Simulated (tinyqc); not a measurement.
Anisotropic wet etching of Si(100): plane rates, V-grooves, membranes and undercut: one step, computed by the program tinyqc. Command: `OMP_NUM_THREADS=1 python tinyqc.py 3001086 3001087 out.jsonl wetetch walk`. One thread of a shared host (Intel(R) Xeon(R) Processor @ 2.30GHz), about 0.01 s of CPU time with the checks.

A long slot opens the mask on a (100) wafer. The floor etches at R100; (111) walls stand at theta = arctan(sqrt2) = 54.7356 degrees to the surface and recede at R111 along their normal.

Task: Shape after the time t. A misaligned edge exposes ledges and adds R100 sin(misalignment) to the lateral rate (a simple estimate): u = R111/sin(theta) + R100 sin(misalignment). Top width W = w + 2 u t; floor width b = W - 2 z/tan(theta) = W - sqrt2 z. The floor lasts until b = 0, at t_V = w/(sqrt2 R100 - 2u); depth z = R100 t before t_V and W/sqrt2 after.

Inputs (values chosen for the exercise, close to those used for potassium hydroxide solutions):

| quantity | value | unit |
|---|---|---|
| bath temperature T | 95 | C |
| width w (mask opening along <110>, or membrane width in the design step) | 6.9 | um |
| misalignment of the mask | 2 | degrees |
| etch time t | 120 | min |

R100 = 4.059696 um/min

R111 = 0.06442941 um/min

Give: lateral rate u; time t_V to close the V; top width W; depth z; floor width b.

Result:

lateral rate u = 0.22059 um/min

time t_V to close the V = 1.3019 min

top width W = 59.842 um

depth z = 42.315 um

floor width b = 0 um

The groove has closed to a V and now deepens at sqrt2 u = 0.312 um/min, 7.7 % of R100.
